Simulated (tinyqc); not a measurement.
Inside a calculation. Method: RKS/PBE in the sto-6g basis, for BeH2, spin multiplicity 1. One step of it, computed by the program tinyqc.

Question. Iteration 1: diagonalisation and new density. Diagonalise F' = X^T F X, C = X C', fill 3 alpha and 3 beta electrons from the bottom; D = 2 C_occ C_occ^T. Each column has its largest component positive (the first on a tie).

Kohn-Sham matrix F (hartree):
```
            1Be 1s     1Be 2s    1Be 2px    1Be 2py    1Be 2pz      2H 1s      3H 1s
1Be 1s   -6.517025  -1.502036   0.000000  -0.000326   0.000000  -0.181600  -0.202908
1Be 2s   -1.502036  -0.948113   0.000000   0.003205   0.000000  -0.212722  -0.231652
1Be 2px   0.000000   0.000000  -0.517092   0.000000   0.007334   0.000000   0.000000
1Be 2py  -0.000326   0.003205   0.000000  -0.493088   0.000000  -0.167741   0.181184
1Be 2pz   0.000000   0.000000   0.007334   0.000000  -0.510493   0.000000   0.000000
2H 1s    -0.181600  -0.212722   0.000000  -0.167741   0.000000   0.069729  -0.014647
3H 1s    -0.202908  -0.231652   0.000000   0.181184   0.000000  -0.014647   0.041381
```

X:
```
                 1          2          3         4          5         6          7
1Be 1s    0.048393  -0.436293   0.891764  0.000000   0.000000  0.277269  -0.109660
1Be 2s   -0.145331   1.015053  -0.038690  0.000000   0.000000  0.513600  -0.209929
1Be 2px   0.000000   0.000000   0.000000  0.413971   0.910290  0.000000   0.000000
1Be 2py   1.084253   0.128989   0.003551  0.000000   0.000000  0.218442   0.522374
1Be 2pz   0.000000   0.000000   0.000000  0.910290  -0.413971  0.000000   0.000000
2H 1s    -0.681689  -0.706595  -0.354041  0.000000   0.000000  0.477970   0.232212
3H 1s     0.865540  -0.523259  -0.339643  0.000000   0.000000  0.173539  -0.500603
```

Give: F' = X^T F X; orbital energies; coefficients C; D after iteration 1.

Answer.

F' = X^T F X (hartree):
```
        1       2       3       4       5       6       7
1   0.085   0.061  -0.147   0.000   0.000  -0.151  -0.309
2   0.061  -0.506   1.503   0.000   0.000   0.286  -0.161
3  -0.147   1.503  -4.845   0.000   0.000  -2.264   0.905
4   0.000   0.000   0.000  -0.506   0.002   0.000   0.000
5   0.000   0.000   0.000   0.002  -0.521   0.000   0.000
6  -0.151   0.286  -2.264   0.000   0.000  -1.422   0.464
7  -0.309  -0.161   0.905   0.000   0.000   0.464  -0.483
```

orbital energies (hartree): MO1 -6.522, MO2 -0.646, MO3 -0.522, MO4 -0.506, MO5 -0.496, MO6 0.198, MO7 0.294

coefficients C:
```
            MO1     MO2     MO3    MO4     MO5     MO6     MO7
1Be 1s    1.008  -0.239   0.000  0.000  -0.005   0.065   0.001
1Be 2s   -0.034   1.060   0.000  0.000   0.023  -0.486   0.005
1Be 2px   0.000   0.000   0.840  0.543   0.000   0.000   0.000
1Be 2py   0.000  -0.023   0.000  0.000   1.041   0.043  -0.653
1Be 2pz   0.000   0.000  -0.543  0.840   0.000   0.000   0.000
2H 1s     0.007  -0.040   0.000  0.000  -0.056   0.758   0.890
3H 1s     0.007  -0.042   0.000  0.000   0.050   0.828  -0.853
```

D after iteration 1:
```
         1Be 1s  1Be 2s  1Be 2px  1Be 2py  1Be 2pz   2H 1s   3H 1s
1Be 1s    2.145  -0.574    0.000    0.012    0.000   0.033   0.034
1Be 2s   -0.574   2.249    0.000   -0.049    0.000  -0.085  -0.089
1Be 2px   0.000   0.000    1.410    0.000   -0.912   0.000   0.000
1Be 2py   0.012  -0.049    0.000    0.001    0.000   0.002   0.002
1Be 2pz   0.000   0.000   -0.912    0.000    0.590   0.000   0.000
2H 1s     0.033  -0.085    0.000    0.002    0.000   0.003   0.003
3H 1s     0.034  -0.089    0.000    0.002    0.000   0.003   0.004
```
